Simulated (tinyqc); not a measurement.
MOS inversion layer, Poisson-Schroedinger loop: one step of the calculation.

Electrons confined at an insulator interface at z = 0, treated as a hard wall; parabolic valleys, Hartree approximation, no image or exchange terms. The depletion charge lies far deeper than the electrons and gives a uniform field q Nd/(eps0 eps_r); the gate balances all charge. Energies are counted from the band edge at the interface.

Question. Fermi level and occupations. Level k holds N_k = D_k Vt ln(1 + exp((EF - E_k)/Vt)) with D = md1 m0 q/(pi hbar^2) per eV (spin included); EF is fixed by sum N_k = Ns.

Inputs (values chosen for the exercise); masses and permittivity close to those of In0.53Ga0.47As:
```
symbol,value,unit,meaning
T,200,K,temperature
md1,0.041,m0,in-plane density-of-states mass of set A
Ns,8.4e11,cm^-2,sheet density of electrons
```

Constants: q = 1.602176634e-19 C, kB = 1.380649e-23 J/K, hbar = 1.054571817e-34 J s, m0 = 9.1093837015e-31 kg, Vt = kB T/q. Results are converted to the units shown.

levels (eV): A1 0.041585603, A2 0.072377756

Wanted: EF; N_k.

Answer.

EF = 0.07501 eV
N_k (cm^-2): A1 6.120e11, A2 2.280e11

Computed by the program tinyqc: `OMP_NUM_THREADS=1 python tinyqc.py 2160065 2160066 out.jsonl`, one thread of a shared Intel Xeon 2.30GHz, about 0.4 s for the whole run.
